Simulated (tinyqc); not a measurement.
Localisation length against disorder: localisation in a chain with random site energies (transfer matrices).

Hopping -t; leads with site energy 0, E = -2t cos(ka). psi_(j+1) = ((e_j - E)/t) psi_j - psi_(j-1), a product of matrices M_j = [[(e_j - E)/t, -1], [1, 0]]. For M = M_N ... M_1 the transmission is T = 4 sin^2(ka)/|M21 - M12 + M22 exp(ika) - M11 exp(-ika)|^2. Long samples draw e_j = W (x_j/2147483647 - 1/2) from x_j = 16807 x_(j-1) mod 2147483647, starting at x0. The localisation length xi, in sites, is defined by ln T = -2N/xi on average; weak disorder gives xi = 24 (4t^2 - E^2)/W^2, and the mean free path for backscattering is xi/2.

Numerical xi = N/ln sqrt(psi_(N+1)^2 + psi_N^2) for N = 20000 sites from psi_1 = 1, psi_0 = 0; its statistical error is about xi sqrt(xi/N).

Values chosen for the exercise: t = 1.59 eV (hopping); E = -2.47 eV (energy); x0 = 3502 (start of the number sequence).

The same number sequence scaled by W.

xi (sites):

| W/t | W (eV) | numerical | error | weak disorder | strong: 1/(ln(W/2t) - 1) |
|---|---|---|---|---|---|
| 1.0 | 1.590 | 35.594 | 1.502 | 38.082 | - |
| 1.5 | 2.385 | 16.729 | 0.484 | 16.925 | - |
| 2.0 | 3.180 | 9.852 | 0.219 | 9.521 | - |
| 3.0 | 4.770 | 5.198 | 0.084 | 4.231 | - |
| 4.0 | 6.360 | 3.525 | 0.047 | 2.380 | - |
| 6.0 | 9.540 | 2.284 | 0.024 | 1.058 | - |
| 10.0 | 15.900 | 1.334 | 0.011 | 0.381 | 1.641 |
| 16.0 | 25.440 | 0.878 | 0.006 | 0.149 | 0.926 |

What can be read from this table?

At W = t the numerical value is 35.6 +/- 1.5 against 38.1, and at 2t 9.85 +/- 0.22 against 9.52. The weak-disorder formula is within 15 % for W/t = 1, 1.5 and 2; at W = 16t it gives 0.15 and the strong-disorder form 0.93, against 0.88. All states of the chain are localised; disorder only sets the length.

tinyqc: `OMP_NUM_THREADS=1 python tinyqc.py 1481608 1481609 out.jsonl`; about 0.07 s, one thread, shared Intel(R) Xeon(R) Processor @ 2.30GHz.
